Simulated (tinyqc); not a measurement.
Gate sheet resistance from two finger widths.

Question. At low frequency R = Rsh Wf/(3 L) + B/Wf, where B collects the channel and vertical terms. Find Rsh, B and the width of lowest R.

Parameters, values chosen for the exercise: channel length L = 0.47 um.

input resistance of single fingers, contacted at one end, of width 0.85 and 8 um (ohm): [143.70839, 38.829787]

Answer. R Wf is a straight line in Wf^2; the minimum of R lies where both terms are equal.

Rsh = 4.200 ohm/square
B = 120.0 ohm um
width of lowest R = 6.347 um

Program tinyqc, `OMP_NUM_THREADS=1 python tinyqc.py 2262244 2262245 out.jsonl`; Intel Xeon 2.30GHz, shared host, one thread, about 0.01 s.
